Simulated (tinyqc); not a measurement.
Worked calculation: charge control and current of a heterostructure field-effect transistor. Computed by tinyqc, a small Python program that keeps every step. Command: `OMP_NUM_THREADS=1 python tinyqc.py 3020491 3020492 out.jsonl hemt walk`. One thread of a shared host (Intel(R) Xeon(R) Processor @ 2.30GHz), about 0.01 s of CPU time with the checks. Intermediate numbers are printed to about 5 digits and carried at full precision; extremes and crossings named in words are read from the listed rows.

Two subbands in a triangular well; E_F is counted from the conduction band edge of the channel at the interface.

Inputs (values chosen for the exercise, modelled on AlGaN/GaN):

| quantity | value | unit |
|---|---|---|
| channel mass m | 0.2 | m_0 |
| permittivity eps (barrier and channel) | 9.51 | - |
| barrier thickness d | 35 | nm |
| Schottky barrier phi_B | 1.3 | eV |
| conduction band offset dE_c | 0.55 | eV |
| polarisation charge sigma/e | 2.1e+13 | 1/cm^2 |
| gate voltage V_G | 0 | V |
| mobility mu | 1400 | cm^2/(V s) |
| saturation velocity v_s | 1.1 | 1e7 cm/s |
| gate length L | 1600 | nm |
| source resistance R_S | 0.66 | ohm mm |
| temperature T | 400 | K |
| mixing | 0.3 | - |
| iteration cap | 200 | - |

Charge source: polarisation. Velocity law: smooth.

Constants: e = 1.602176634e-19 C; eps_0 = 8.8541878128e-12 F/m; k_B = 8.617333262e-05 eV/K; hbar = 1.054571817e-34 J s; m_0 = 9.1093837015e-31 kg; k_B = 1.380649e-23 J/K.

## Threshold and barrier capacitance

Threshold V_T = phi_B - dE_c - sigma d/(eps eps_0) (in volts); C_b = eps eps_0/d.

threshold voltage V_T = -13.235 V

barrier capacitance C_b = 0.24058 microfarad/cm^2

The device is normally on.

## First iteration

Charge control: n_s = C_b (V_G - V_T - E_F/e)/e. Well: mean field F = e n_s/(2 eps eps_0), E_i = (hbar^2/2m)^(1/3) [(3 pi e F/2)(i + 3/4)]^(2/3), i = 0, 1; n_s = D k_B T sum_i ln(1 + exp((E_F - E_i)/k_B T)), D = m/(pi hbar^2), which is solved in closed form for E_F. Iteration from n_s = C_b (V_G - V_T)/(2e): E_F from n_s, n_out from the charge control, n_new = n_s + mixing (n_out - n_s), kept above n_s/10; stop when |n_out/n_s - 1| < 1e-9.

starting n_s = 9.9369e+12 1/cm^2

E_0 = 277.06 meV

E_1 = 487.40 meV

E_F = 392.67 meV

n_out = 1.9284e+13 1/cm^2

Caution: a density of n_out would put E_F above the conduction band minimum of the barrier, where parallel conduction sets in.

## Sheet density

The formulas are those given above.

Course of the iteration:

| iteration | n_s (1/cm^2) | E_F (meV) | \|n_out/n_s - 1\| |
|---|---|---|---|
| 1 | 9.9369e+12 | 392.67 | 9.4066e-01 |
| 2 | 1.2741e+13 | 477.11 | 5.0359e-01 |
| 3 | 1.4666e+13 | 532.58 | 3.0057e-01 |
| 4 | 1.5988e+13 | 569.78 | 1.8950e-01 |
| 5 | 1.6897e+13 | 594.98 | 1.2328e-01 |
| 6 | 1.7522e+13 | 612.15 | 8.1745e-02 |
| 7 | 1.7952e+13 | 623.88 | 5.4870e-02 |
| ... | ... | ... | ... |
| 49 | 1.8898e+13 | 649.53 | 7.7929e-09 |
| 50 | 1.8898e+13 | 649.53 | 5.3604e-09 |
| 51 | 1.8898e+13 | 649.53 | 3.6872e-09 |
| 52 | 1.8898e+13 | 649.53 | 2.5362e-09 |
| 53 | 1.8898e+13 | 649.53 | 1.7446e-09 |
| 54 | 1.8898e+13 | 649.53 | 1.2000e-09 |
| 55 | 1.8898e+13 | 649.53 | 8.2543e-10 |

sheet density n_s = 1.8898e+13 1/cm^2

Converged in 55 iterations.

## Levels and gate capacitance

C_g = e dn_s/dV_G = 1/(1/C_b + 1/C_q), 1/C_q = d(E_F/e)/d(e n_s) by a central difference of +/- 0.1 % in n_s; added distance dd = eps eps_0/C_q.

E_0 = 425.29 meV

E_1 = 748.17 meV

E_F = 649.53 meV

share in the second subband = 0.84702 %

gate capacitance C_g = 0.23122 microfarad/cm^2

added distance dd = 1.4169 nm

C_g is 96 % of C_b: the finite density of states and the rise of E_0 act as 1.4 nm of extra barrier. Caution: E_F lies above the conduction band minimum of the barrier, so electrons would spill into the barrier.

## Saturation current

With V = e n_s/C_g and V_c = v_s L/mu: for v = mu F/(1 + mu F/v_s), V_Dsat = V_c (sqrt(1 + 2V/V_c) - 1) and I/W = C_g v_s (V - V_Dsat); g_m = dI/dV; extrinsic g_m/(1 + g_m R_S); f_T = g_m/(2 pi C_g L).

V = 13.095 V

V_c = 1.2571 V

V_Dsat = 4.6170 V

saturation current I/W = 2156.4 mA/mm

intrinsic g_m = 199.91 mS/mm

extrinsic g_m = 176.61 mS/mm

intrinsic f_T = 8.6002 GHz

V/V_c = 10.42: velocity saturation rules; I is 65 % of e n_s v_s = 3330 mA/mm.

## Gate length

The formulas are those given above.

Scaling; the last columns are v_s/(2 pi L) and mu V/(2 pi L^2):

| L (nm) | I/W (mA/mm) | g_m (mS/mm) | extrinsic g_m (mS/mm) | f_T (GHz) | velocity limit (GHz) | mobility limit (GHz) |
|---|---|---|---|---|---|---|
| 30 | 3136.7 | 246.72 | 212.17 | 566.07 | 583.57 | 3.2420e+05 |
| 60 | 3059.8 | 243.56 | 209.83 | 279.42 | 291.78 | 8.1051e+04 |
| 120 | 2954.2 | 239.11 | 206.52 | 137.15 | 145.89 | 2.0263e+04 |
| 250 | 2801.6 | 232.40 | 201.49 | 63.99 | 70.03 | 4.6685e+03 |
| 500 | 2608.6 | 223.42 | 194.71 | 30.76 | 35.01 | 1.1671e+03 |
| 1000 | 2359.5 | 210.94 | 185.16 | 14.52 | 17.51 | 2.9178e+02 |
| 2000 | 2050.4 | 193.83 | 171.85 | 6.67 | 8.75 | 7.2946e+01 |
| 5000 | 1563.2 | 162.48 | 146.75 | 2.24 | 3.50 | 1.1671e+01 |

f_T scales as L^-1.02 at the short end and L^-1.19 at the long end; the two limits cross at L = mu V/v_s = 16700 nm. g_m tends to C_g v_s = 254 mS/mm, and R_S cuts it by 14 % at the shortest gate. Fringe capacitances and short-channel effects, left out, lower f_T once L is below about ten barrier thicknesses.

Checks made by the program: iterated density against a bracketing root search (relative difference 8e-10).
